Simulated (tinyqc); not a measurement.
Depth and level of a trap from the time ratio.

Inverse problem. For an oxide trap tc/te = exp(E/Vt) with E = E0 - dpsi - (xt/tox)(Vg - VT - dpsi), dpsi being the rise of the surface potential above its value at threshold. Find xt and E0, and the depth that would be read if dpsi were ignored.

Values chosen for this exercise:
- T = 350 K (temperature)
- tox = 13 nm (insulator thickness)

Constants: q = 1.602176634e-19 C, kB = 1.380649e-23 J/K, Vt = kB T/q. Results are converted to the units shown.

Vg - VT (V): [0.11, 0.26]
tc/te: [1.7476229, 0.37789788]
dpsi (V): [0.042828541, 0.070141250]

Answer. E + dpsi is a straight line in the oxide voltage Vg - VT - dpsi with slope -xt/tox and intercept E0. Ignoring dpsi assigns the motion of the bands to the trap and overstates its depth.

xt = 2.00 nm
E0 = 0.0700 eV
depth read without dpsi = 4.00 nm

Computed by the program tinyqc: `OMP_NUM_THREADS=1 python tinyqc.py 2710160 2710161 out.jsonl`, one thread of a shared Intel Xeon 2.30GHz, about 0.01 s for the whole run.
